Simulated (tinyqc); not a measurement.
# MOS capacitor on an n-type substrate, surface potential from the exact charge relation: several studies

Uniform n-type substrate, Boltzmann statistics, full ionisation, classical densities. psi is the surface potential against the body (positive when the bands bend down) and u = -psi/Vt. Traps are spread evenly over the gap and neutral at flat band, so their charge is -q Dit psi; the minority quasi-Fermi level is shifted by Vb.

Inputs (values chosen for the exercise); band and dielectric values close to those of silicon:
- T = 325 K (temperature)
- Eg = 1.14 eV (band gap)
- eps_r = 11.9 (relative permittivity)
- Nc = 3.21e19 cm^-3 (conduction-band density of states at T)
- Nv = 2.94e19 cm^-3 (valence-band density of states at T)
- chi = 3.98 eV (electron affinity)
- N = 9.7e17 cm^-3 (donor density of the substrate)
- eox = 7.46 (relative permittivity of the gate insulator (close to silicon nitride))
- tox = 9.8 nm (insulator thickness)
- phiM = 5.1 eV (gate work function)
- Nf = 0 cm^-2 (fixed charge at the interface, in units of q)
- Dit = 1.8e10 cm^-2 eV^-1 (density of interface traps)
- Vb = 0 V (reverse bias of the inversion layer against the body)

Constants: q = 1.602176634e-19 C, kB = 1.380649e-23 J/K, Vt = kB T/q, eps0 = 8.8541878128e-14 F/cm where lengths are in cm. Results are converted to the units shown.

Each table varies one quantity; the others keep the values above.

## Capacitance-voltage curves

ni = sqrt(Nc Nv) exp(-Eg/(2 Vt)), Eg in volts; phiF = Vt ln(N/ni); Cox = eps0 eox/tox; Vfb = phiM - chi - Vt ln(Nc/N) - q Nf/Cox; Q0 = sqrt(2 eps0 eps_r q N Vt); r = (ni/N)^2 exp(-Vb/Vt); VT = Vfb - [(2 phiF + Vb)(1 + q Dit/Cox) + sqrt(2 eps0 eps_r q N (2 phiF + Vb))/Cox]. u = -psi/Vt; F^2 = exp(-u) + u - 1 + r (exp(u) - u - 1); Qs = +sign(u) Q0 F; Cs = -dQs/dpsi = (Q0/Vt) |1 - exp(-u) + r (exp(u) - 1)|/(2 F). psi solves Vg = Vfb + psi + (q Dit psi - Qs)/Cox. Low frequency: 1/C_LF = 1/Cox + 1/(Cs + q Dit). High frequency, in the simple estimate in which traps and minority carriers do not follow: 1/C_HF = 1/Cox + 1/Cd, Cd being Cs with r = 0 at the same psi. Deep depletion: r = 0 and Dit = 0 both in the equation for psi and in Cs. Minority sheet density N_inv = (Q0/(2 q)) int_0^u r (exp(t) - 1)/F(t) dt for u > 0. N_inv under 1 cm^-2 is printed as 0. Regimes: accumulation when majority carriers gather, then depletion up to |psi| = phiF + Vb, weak inversion up to 2 phiF + Vb, strong inversion beyond.

Results:
```
Vg (V)   psi (V)  C_LF/Cox  C_HF/Cox  C_deep/Cox  N_inv (cm^-2)            regime
1.81     0.09352    0.9339    0.9339      0.9339              0      accumulation
1.33     0.05056    0.8769    0.8769      0.8769              0      accumulation
0.85    -0.04473    0.6939    0.6935      0.6934              0         depletion
0.37     -0.2505    0.4749    0.4737      0.4734          1.846         depletion
-0.11    -0.5288    0.3766    0.3750      0.3746        2.435e4    weak inversion
-1.07     -1.030    0.8756    0.2978      0.2834       8.866e11  strong inversion
-1.55     -1.067    0.9477    0.2940      0.2572       2.702e12  strong inversion
-2.03     -1.087    0.9658    0.2920      0.2372       4.619e12  strong inversion
```

Estimate the missing row, Vg = -0.59 V.

Computed row:
```
Vg (V)  psi (V)  C_LF/Cox  C_HF/Cox  C_deep/Cox  N_inv (cm^-2)          regime
-0.59   -0.8420    0.3270    0.3200      0.3196        1.356e9  weak inversion
```

With this row back in the table: C_LF/Cox is lowest, 0.327, at Vg = -0.59 V (weak inversion) among the rows listed and is 0.966 in the last row, where C_HF/Cox is 0.292 and the deep-depletion value 0.237. Vfb = 1.02 V, where C_HF/Cox = 0.782 (Cox in series with eps0 eps_r/LD), and VT = -0.755 V. Over the last two rows psi moves by only 0.042 V a volt of gate bias, since the inversion charge screens the body. In strong accumulation and inversion degeneracy and confinement, left out here, lower the capacitance.

## Effect of the donor density of the substrate on threshold and swing

ni = sqrt(Nc Nv) exp(-Eg/(2 Vt)), Eg in volts; phiF = Vt ln(N/ni); Cox = eps0 eox/tox; Vfb = phiM - chi - Vt ln(Nc/N) - q Nf/Cox; VT = Vfb - [(2 phiF + Vb)(1 + q Dit/Cox) + sqrt(2 eps0 eps_r q N (2 phiF + Vb))/Cox]. gamma = sqrt(2 eps0 eps_r q N)/Cox; Wm = sqrt(2 eps0 eps_r (2 phiF + Vb)/(q N)); m = 1 + (eps0 eps_r/Wm + q Dit)/Cox; swing m Vt ln 10; Cmin/Cox = 1/(1 + Cox Wm/(eps0 eps_r)).

Effect of the donor density of the substrate on threshold and swing:
```
N (cm^-3)  Vfb (V)  2 phiF (V)  gamma (V^0.5)   VT (V)  Wm (nm)      m  swing (mV/decade)  Cmin/Cox
1e15        0.8294      0.5612        0.02726   0.2453    859.2  1.022              65.94   0.01787
3.4e15      0.8637      0.6298        0.05027   0.1913    493.6  1.036              66.81   0.03070
1.1e16      0.8965      0.6956        0.09042   0.1226    288.4  1.058              68.26   0.05142
3.8e16      0.9313      0.7650         0.1681  0.01602    162.7  1.100              70.96   0.08765
1.3e17      0.9657      0.8339         0.3108  -0.1556    91.85  1.174              75.74    0.1454
4.4e17      0.9999      0.9022         0.5719  -0.4493    51.93  1.305              84.18    0.2314
1.5e18       1.034      0.9709          1.056  -0.9812    29.18  1.540              99.31    0.3489
5e18         1.068       1.038          1.928   -1.939    16.53  1.950              125.8    0.4861
```

Read the table: what changes, and by how much?

As N goes from 1e15 to 5e18, VT falls from 0.245 to -1.94 V, the swing rises from 65.9 to 126 mV/decade and Cmin/Cox rises from 0.0179 to 0.486. Of the change of VT by -2.18 V, 0.239 V comes from Vfb and -2.42 V from the band bending and the charge it takes. gamma goes as N^(0.50) and Wm as N^(-0.46); phiF, which grows slowly with N, keeps the latter from -1/2.

## Effect of the fixed charge at the interface on threshold and swing

Same model as above.

The same in every row: 2 phiF (V) = 0.9465; gamma (V^0.5) = 0.8491; Wm (nm) = 35.82; m = 1.441; swing (mV/decade) = 92.90; Cmin/Cox = 0.3038.

Results:
```
Nf (cm^-2)  Vfb (V)   VT (V)
-4e11         1.117  -0.6594
-2e11         1.070  -0.7070
0             1.022  -0.7545
2e11         0.9745  -0.8021
6e11         0.8794  -0.8972
8e11         0.8318  -0.9447
```

Estimate the missing row, Nf = 4e11 cm^-2.

Computed row:
```
Nf (cm^-2)  Vfb (V)   VT (V)
4e11         0.9269  -0.8496
```

With this row back in the table: As Nf goes from -4e11 to 8e11, VT falls from -0.659 to -0.945 V, the swing stays at 92.9 mV/decade and Cmin/Cox stays at 0.304. The whole change of VT is that of Vfb: the curve shifts rigidly.

Numbers from tinyqc (`OMP_NUM_THREADS=1 python tinyqc.py 2060003 2060004 out.jsonl`; about 0.01 s on one thread of a shared Intel Xeon 2.30GHz).
